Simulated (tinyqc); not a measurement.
# Fixed charge and work-function difference from two thicknesses

Problem. With a fixed charge q Nf at the interface, Vfb = phi_ms - q Nf tox/(eps0 eox). Find Nf and phi_ms.

Values chosen for this exercise: relative permittivity of the gate insulator (close to silicon dioxide) eox = 3.9.

Constants: q = 1.602176634e-19 C, eps0 = 8.8541878128e-14 F/cm where lengths are in cm. Results are converted to the units shown.

Vfb at tox = 2.1 and 7.1 nm (V): -0.22580063  -0.21791301

Solution. Vfb is a straight line in tox: the slope gives Nf and the intercept at zero thickness phi_ms.

Nf = -3.400e10 cm^-2
phi_ms = -0.2291 V

tinyqc, about 0.01 s, one thread, Intel Xeon 2.30GHz (shared host): `OMP_NUM_THREADS=1 python tinyqc.py 2060116 2060117 out.jsonl`
